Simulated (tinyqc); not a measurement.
Inside a calculation. Method: tight binding, honeycomb lattice. One step of it, computed by the program tinyqc.

Task: Levels at k. Diagonalise the Hermitian matrix.

H(k) at k (eV):
```
,A,B
A,0.581860,-1.276644-0.858383i
B,-1.276644+0.858383i,-0.581196
```

Give: eigenvalues; weights |c|^2 of the basis functions.

Result:

eigenvalues (eV): -1.644  1.645

weights |c|^2 of the basis functions:
```
,band 1,band 2
A,0.323,0.677
B,0.677,0.323
```
